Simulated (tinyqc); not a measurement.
Worked calculation: oxide trap near a transistor channel: two-state multiphonon kinetics, telegraph noise and bias instability. Computed by tinyqc, a small Python program that keeps every step. Command: `OMP_NUM_THREADS=1 python tinyqc.py 3022653 3022654 out.jsonl oxidetrap walk`. One thread of a shared host (Intel(R) Xeon(R) Processor @ 2.30GHz), about 0.01 s of CPU time with the checks. Intermediate numbers are printed to about 6 digits and carried at full precision; extremes and crossings named in words are read from the listed rows.

An n-channel device under positive gate bias. The trap is empty (state 1) or holds an electron (state 2); both states are parabolas of equal curvature, and the electron reservoir is taken at the Fermi level of the channel.

Inputs (values chosen for the exercise, with an insulator like Al2O3 on silicon):
```
quantity                                  value         unit
insulator constant eps_ox                  9.24            -
insulator thickness t_ox                    2.8           nm
trap depth x from the interface               1           nm
tunnel barrier phi_b                       2.17           eV
tunnelling mass m_ox                       0.32          m_0
trap level above E_F at zero field E_t     0.41           eV
relaxation energy E_R                       1.1           eV
oxide field F                               2.4        MV/cm
attempt rate k_0 at the interface         6e+12          1/s
temperature T                               250            K
channel width W                              66           nm
channel length L                             16           nm
frequency f                                  60           Hz
stress time t_s                              20            s
trap density N_t                        3.5e+17  cm^-3 eV^-1
mean capture barrier mu_c                   1.3           eV
spread of the barriers s_c                 0.15           eV
saturation shift dV_max                     200           mV
```

Parts treated: one trap and an ensemble.

Constants: hbar^2/(2 m_0) = 3.80998212 eV angstrom^2; k_B = 8.617333262e-05 eV/K; e = 1.602176634e-19 C; eps_0 = 8.8541878128e-12 F/m.

## Tunnelling factor

kappa = sqrt(2 m_ox phi_b)/hbar = sqrt(m_ox phi_b/(hbar^2/2m_0)); attenuation length lambda = 1/(2 kappa); factor exp(-x/lambda) for a rectangular barrier.

kappa = 4.26917 1/nm

attenuation length lambda = 0.117119 nm

tunnelling factor = 1.95815e-04

## Barriers and time constants

E_21 = E_t - e F x is the energy of state 2 over state 1; barriers E_c = (E_R + E_21)^2/(4 E_R), E_e = E_c - E_21; tau_c = exp(E_c/k_B T)/(k_0 P), tau_e = exp(E_e/k_B T)/(k_0 P), P the tunnelling factor; occupation f_2 = tau_e/(tau_c + tau_e); 1/tau_0 = 1/tau_c + 1/tau_e.

E_21 = 0.17 eV

capture barrier E_c = 0.366568 eV

emission barrier E_e = 0.196568 eV

capture time tau_c = 0.0208781 s

emission time tau_e = 7.80984e-06 s

occupation f_2 = 3.73928e-04

tau_0 = 7.80692e-06 s

The trap is almost always empty at this bias.

## Step height and noise

Charge-sheet step dV = e (t_ox - x)/(eps_ox eps_0 W L); Lorentzian spectrum S(f) = 4 dV^2 tau_0^2/((tau_c + tau_e)(1 + (2 pi f tau_0)^2)); corner 1/(2 pi tau_0); variance dV^2 f_2 (1 - f_2) = dV^2 tau_0/(tau_c + tau_e).

threshold step dV = 3.33809 mV

corner frequency = 20386.4 Hz

S(f) = 1.30064e-13 V^2/Hz

root-mean-square noise = 0.0645374 mV

f lies below the corner, on the flat part. Random dopants and current percolation, left out here, spread real steps around this value.

## Stress and recovery of one trap

From the zero-field occupation f(0), f(t) = f_2 + (f(0) - f_2) exp(-t/tau_0) under the field; after t_s the field is removed and f relaxes with the zero-field constants.

occupation at zero field = 5.42955e-09

tau_0 at zero field = 1.29214e-07 s

occupation after stress = 3.73928e-04

half-time of recovery = 8.95644e-08 s

## Bias dependence of the times

The formulas are those given above.

Against field:
```
F (MV/cm)  E_21 (eV)    tau_c (s)    tau_e (s)          f_2
0.00           0.410  2.37983e+01  1.29214e-07  5.42955e-09
0.72           0.338  2.53554e+00  3.89305e-07  1.53539e-07
1.44           0.266  3.01368e-01  1.30850e-06  4.34184e-06
1.92           0.218  7.74173e-02  3.11998e-06  4.02992e-05
2.40           0.170  2.08781e-02  7.80984e-06  3.73928e-04
2.88           0.122  5.91094e-03  2.05232e-05  3.46005e-03
3.60           0.050  9.75416e-04  9.57711e-05  8.94065e-02
```

ln(tau_c/tau_e) falls by e x/k_B T = 4.642 per MV/cm, which measures the depth x if the change of surface potential with bias is left aside. Over these rows tau_c shortens by 4.39 decades and tau_e lengthens by 2.87; the shares differ because E_21 is not small against E_R.

## Many traps: 1/f noise

McWhorter number fluctuations for traps uniform in depth and energy: S_V = e^2 k_B T N_t lambda/(W L C_ox^2 f), C_ox = eps_ox eps_0/t_ox. The number of traps within k_B T in energy and one decade in time is N_t k_B T lambda ln(10) W L.

C_ox = 2.92188 microF/cm^2

1/f noise S_V(f) = 4.19071e-10 V^2/Hz

active traps per decade = 0.00214727

With less than one active trap per decade a single device shows separate Lorentzians; 1/f is only the average over many devices. Caution: N_t k_B T lambda ln(10) W L, the number of active traps per decade, is below one, so S_V is only the mean over many devices.

## Many traps: shift under stress

For a normal spread of capture barriers (given for the stress field, with depth and field not resolved, k_0 being taken as the effective rate of the ensemble), traps with barrier below k_B T ln(k_0 t) are filled: dV(t) = (dV_max/2) erfc((mu_c - k_B T ln(k_0 t))/(sqrt(2) s_c)); local exponent n = d ln dV/d ln t (central difference, factor 1.01 in t).

filling front k_B T ln(k_0 t_s) = 0.698403 eV

shift after t_s = 0.00605524 mV

local time exponent n = 0.608349

## Power law or saturation

The extrapolation continues the power law fitted through 10 s and 1000 s.

Against stress time:
```
t (s)      shift (mV)  local exponent  power law (mV)  shift at T + 50 K (mV)
1.00e-03  5.54117e-06        0.805190     1.94839e-05             1.69903e-04
1.00e-01  1.82765e-04        0.713209     2.77531e-04             6.53551e-03
1.00e+01  3.95318e-03        0.621995     3.95318e-03             1.37950e-01
1.00e+03  5.63095e-02        0.531852     5.63095e-02             1.61627e+00
1.00e+05  5.31345e-01        0.443252     8.02079e-01             1.07063e+01
1.00e+07  3.35045e+00        0.356939     1.14249e+01             4.13444e+01
3.00e+08  1.01527e+01        0.295341     8.12610e+01             8.16799e+01
```

The exponent falls from 0.805 to 0.295 as the front climbs the distribution, so the power law overstates the shift at 3e8 s (about ten years) by a factor 8.00. Heating by 50 K raises the shift at 1000 s by a factor 28.7: time and temperature enter only through T ln(k_0 t).

Checks made by the program: detailed balance tau_c/tau_e = exp(E_21/k_B T) (relative difference below 1e-10); the integral of S(f) against the variance (relative difference below 1e-10).
